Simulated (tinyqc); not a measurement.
Classical Heisenberg spin chain: exact results, Metropolis, heat-bath and over-relaxation steps, and a Monte Carlo run: one step, computed by the program tinyqc. Command: `OMP_NUM_THREADS=1 python tinyqc.py 3130187 3130188 out.jsonl heismc walk`. One thread of a shared host (Intel(R) Xeon(R) Processor @ 2.30GHz), about 0.2 s of CPU time with the checks.

E = -J sum_i s_i . s_(i+1) for unit vectors s_i on an open chain; K = J/(k_B T).

Question. Exact results. Each bond angle is independent, so u = <s_i . s_(i+1)> = coth K - 1/K, <s_i . s_(i+n)> = u^n, correlation length xi = -1/ln|u|, energy per bond -J u, heat capacity per bond c/k_B = 1 - K^2/sinh^2 K, and for the long chain chi = mu^2 (1 + u)/(3 k_B T (1 - u)) per spin.

Inputs (values chosen for the exercise, for a model chain of large moments): coupling J = 19 meV; temperature T = 98.1 K; moment mu = 3.4 mu_B.

Constants: k_B = 8.617333262e-05 eV/K; mu_B = 5.7883818060e-05 eV/T.

Give: K; u; xi; energy per bond; heat capacity; chi over the Curie value; chi.

Answer.

K = 2.248

u = 0.5777

xi = 1.822 sites

energy per bond = -10.98 meV

heat capacity = 0.7693 k_B/bond

chi over the Curie value = 3.735

chi = 0.09856 mu_B/T per spin
